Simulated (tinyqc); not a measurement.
MOSFET in saturation, small-signal circuit and noise: two steps of the calculation.

Bias by the inversion coefficient IC = I/Ispec (charge-based model with velocity saturation; weak inversion below 0.1, strong above 10). Common-source circuit: gm, gds, Cgs, Cgd and Cj at the inner nodes, Rg in series with the gate; quasi-static, no source or drain resistance, no gate-body capacitance, no substrate network, no induced gate noise, so fmax is an upper estimate.

Inputs (values chosen for the exercise): temperature T = 325 K; gate length L = 130 nm; total gate width W = 20 um; gate capacitance Cox = 1.81 uF/cm^2; mobility mu = 120 cm^2/(V s); slope factor n = 1.23; velocity-saturation length Ls = 15 nm; ratio gds/gm sg = 0.018; inversion coefficient IC = 0.46; signal frequency f = 0.7 GHz.

Constants: q = 1.602176634e-19 C, kB = 1.380649e-23 J/K, Vt = kB T/q. Results are converted to the units shown.

Question 1. Current, transconductance and gain. Ispec = 2 n mu Cox (W/L) Vt^2, lc = Ls/L, gms = [sqrt((lc IC + 1)^2 + 4 IC) - 1]/[2 + lc (lc IC + 1)], gm = gms Ispec/(n Vt), gds = sg gm.

Find: Ispec; I; gms; gm; gds; gm/I.

Answer 1.

Ispec = 64.475 uA
I = 29.659 uA
gms = 0.33809
gm = 0.63279 mS
gds = 0.011390 mS
gm/I = 21.336 1/V

Question 2. Admittance matrix. Inner admittances at w = 2 pi f: y11 = i w (Cgs + Cgd), y12 = -i w Cgd, y21 = gm - i w Cgd, y22 = gds + i w (Cgd + Cd). Invert to Z, add Rg to Z11 and invert back to Y.

gm = 0.63279428 mS
gds = 0.011390297 mS
Cgs = 19.387493 fF
Cgd = 8.4 fF
Cd = 13 fF
Rg = 5.0400641 ohm

Find: inner y; Y with Rg.

Answer 2.

inner y (mS):
```
                1               2
1  0.0000+0.1222i  0.0000-0.0369i
2  0.6328-0.0369i  0.0114+0.0941i
```

Y with Rg (mS):
```
                1               2
1  0.0001+0.1222i  0.0000-0.0369i
2  0.6328-0.0373i  0.0114+0.0942i
```

Computed by the program tinyqc: `OMP_NUM_THREADS=1 python tinyqc.py 2150071 2150072 out.jsonl`, one thread of a shared Intel Xeon 2.30GHz, about 0.01 s for the whole run.
